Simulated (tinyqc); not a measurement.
Liquidus of a compound AB in a simple-solution melt, liquid-phase epitaxy and vapour pressures: one step, computed by the program tinyqc. Command: `OMP_NUM_THREADS=1 python tinyqc.py 3029516 3029517 out.jsonl liq35 walk`. One thread of a shared host (Intel(R) Xeon(R) Processor @ 2.30GHz), about 0.03 s of CPU time with the checks.

x is the atom fraction of B in the melt. The melt is a simple solution: R T ln gamma_B = W (1 - x)^2, R T ln gamma_A = W x^2, W = a + b T. The solid AB is stoichiometric.

Question. Slope of the liquidus. Liquidus (Vieland): f(x) = R T ln[4 x (1 - x)] + 2 W (1/2 - x)^2 + S_F (T_F - T) = 0. dx/dT = -(df/dT)/f', df/dT = R ln[4 x (1 - x)] + 2 b (1/2 - x)^2 - S_F, f' = (1 - 2x)[R T/(x (1 - x)) - 2 W]. Concentrations: C_L = x N_A/V_L in the melt, C_S = 4/a0^3 in the solid; m = dT/dC_L.

Inputs (values chosen for the exercise, modelled on InAs for the melt):
```
quantity,value,unit
entropy of fusion S_F,61.8,J/(mol K)
interaction slope b,-40.7,J/(mol K)
saturation temperature T,945,K
molar volume of the melt V_L,16.8,cm^3/mol
lattice constant a0,6.058,angstrom
```

solubility x = 0.08745007

W = -22.6615 kJ/mol

Constants: R = 8.314462618 J/(mol K); N_A = 6.02214076e+23 1/mol; k_B = 8.617333262e-05 eV/K.

Give: dx/dT; C_L; C_S; slope m; apparent heat of solution k_B T^2 d ln x/dT.

Answer.

dx/dT = 7.177e-04 1/K

C_L = 3.135e+21 1/cm^3

C_S = 1.799e+22 1/cm^3

slope m = 3.887e-20 K cm^3

apparent heat of solution k_B T^2 d ln x/dT = 0.6316 eV
